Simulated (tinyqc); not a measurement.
# Undoped gate-all-around wire MOSFET, analytic charge model: effects of single changes

An undoped round wire of radius R under an insulator shell and a surrounding gate; long channel, electrons only, n = ni exp((psi - V)/Vt) with V the quasi-Fermi potential (0 at the source, Vd at the drain), constant mobility, no quantisation. The radial Poisson equation gives n(r) = n(0)/(1 - (1 - b) r^2/R^2)^2 with b = Q0/(Q + Q0). Q is the electron charge per area of the wire surface.

Parameters, values chosen for the exercise; material values close to those of silicon:
- T = 293 K (temperature)
- Eg = 1.12 eV (band gap)
- eps_r = 11.5 (relative permittivity of the semiconductor)
- Nc = 2.65e19 cm^-3 (conduction-band density of states at T)
- Nv = 2.54e19 cm^-3 (valence-band density of states at T)
- eox = 4.08 (relative permittivity of the gate insulator)
- tox = 2.7 nm (insulator thickness)
- R = 6 nm (wire radius)
- dphi = -0.1 V (gate work function less that of the intrinsic body)
- mu = 560 cm^2/(V s) (channel mobility)
- L = 0.1 um (gate length)
- Vd = 0.8 V (drain voltage)

Constants: q = 1.602176634e-19 C, kB = 1.380649e-23 J/K, Vt = kB T/q, eps0 = 8.8541878128e-14 F/cm where lengths are in cm. Results are converted to the units shown.

Each table varies one quantity; the others keep the values above.

## Effect of the gate work function less that of the intrinsic body

ni = sqrt(Nc Nv) exp(-Eg/(2 Vt)), Eg in volts; Cox = eps0 eox/(R ln(1 + tox/R)); Q0 = 4 eps0 eps_r Vt/R; V0 = dphi + Vt ln[8 eps0 eps_r Vt/(q ni R^2)]. Q solves Vg - V0 - V = Q/Cox + Vt ln(Q/Q0) + Vt ln(1 + Q/Q0). I = mu (2 pi R/L)[2 Vt (Qs - Qd) + (Qs^2 - Qd^2)/(2 Cox) + Vt Q0 ln((Qd + Q0)/(Qs + Q0))], with Qs at V = 0 and Qd at V = Vd.  I(low) is taken at Vg = 0.16 V, Qs and I(high) at Vg = 0.91 V.

Result of one run:

| dphi (V) | V0 (V) | I(low) (nA) | Qs(high) (nC/cm^2) | I(high) (uA) |
|---|---|---|---|---|
| -0.25 | 0.25989 | 16.689 | 909.79 | 61.933 |

What becomes of these results when the gate work function less that of the intrinsic body dphi is changed from -0.25 to -0.2 V, all else the same?

Result of the changed run:

| dphi (V) | V0 (V) | I(low) (nA) | Qs(high) (nC/cm^2) | I(high) (uA) |
|---|---|---|---|---|
| -0.2 | 0.30989 | 2.3964 | 835.19 | 52.726 |

The whole series:

| dphi (V) | V0 (V) | I(low) (nA) | Qs(high) (nC/cm^2) | I(high) (uA) |
|---|---|---|---|---|
| -0.25 | 0.25989 | 16.689 | 909.79 | 61.933 |
| -0.2 | 0.30989 | 2.3964 | 835.19 | 52.726 |
| -0.15 | 0.35989 | 0.33271 | 761.10 | 44.302 |
| -0.1 | 0.40989 | 0.045961 | 687.60 | 36.656 |
| -0.05 | 0.45989 | 0.0063447 | 614.78 | 29.783 |
| 0 | 0.50989 | 8.7576e-4 | 542.78 | 23.675 |
| 0.05 | 0.55989 | 1.2088e-4 | 471.78 | 18.321 |

As dphi goes from -0.25 to 0.05 V, I(low) falls from 16.7 to 1.21e-4 nA and I(high) falls from 61.9 to 18.3 uA. V0 rises from 0.260 to 0.560 V. In every row the surface density at the source at the higher gate voltage passes 0.3 Nc, where Boltzmann statistics fail. In every row mu V/L at the higher gate voltage, with V the smaller of Vd and Vg - V0, passes 3e6 cm/s, so velocity saturation would lower the current. In every row the body is thin enough for quantum confinement, left out here, to raise the threshold.

## Effect of the insulator thickness

Same model as above.

The same in every row: V0 (V) = 0.40989.

Result of one run:

| tox (nm) | I(low) (nA) | Qs(high) (nC/cm^2) | I(high) (uA) |
|---|---|---|---|
| 5.6 | 0.045958 | 408.60 | 22.539 |

What becomes of these results when the insulator thickness tox is changed from 5.6 to 1.3 nm, all else the same?

Result of the changed run:

| tox (nm) | I(low) (nA) | Qs(high) (nC/cm^2) | I(high) (uA) |
|---|---|---|---|
| 1.3 | 0.045964 | 1220.8 | 62.344 |

The whole series:

| tox (nm) | I(low) (nA) | Qs(high) (nC/cm^2) | I(high) (uA) |
|---|---|---|---|
| 0.9 | 0.045964 | 1650.9 | 82.225 |
| 1.3 | 0.045964 | 1220.8 | 62.344 |
| 1.9 | 0.045963 | 901.44 | 47.127 |
| 2.7 | 0.045961 | 687.60 | 36.656 |
| 3.9 | 0.045960 | 524.76 | 28.491 |
| 5.6 | 0.045958 | 408.60 | 22.539 |
| 8.1 | 0.045955 | 322.35 | 18.035 |

As tox goes from 0.9 to 8.1 nm, I(low) stays near 0.0460 nA and I(high) falls from 82.2 to 18.0 uA. On average I(low) is independent of tox and I(high) goes as tox^(-0.69). Below threshold no voltage drops over the insulator in this long-channel model, so its thickness does not matter there. In every row the surface density at the source at the higher gate voltage passes 0.3 Nc, where Boltzmann statistics fail. In every row mu V/L at the higher gate voltage, with V the smaller of Vd and Vg - V0, passes 3e6 cm/s, so velocity saturation would lower the current. In every row the body is thin enough for quantum confinement, left out here, to raise the threshold.

Numbers from tinyqc (`OMP_NUM_THREADS=1 python tinyqc.py 2460036 2460037 out.jsonl`; about 0.02 s on one thread of a shared Intel Xeon 2.30GHz).
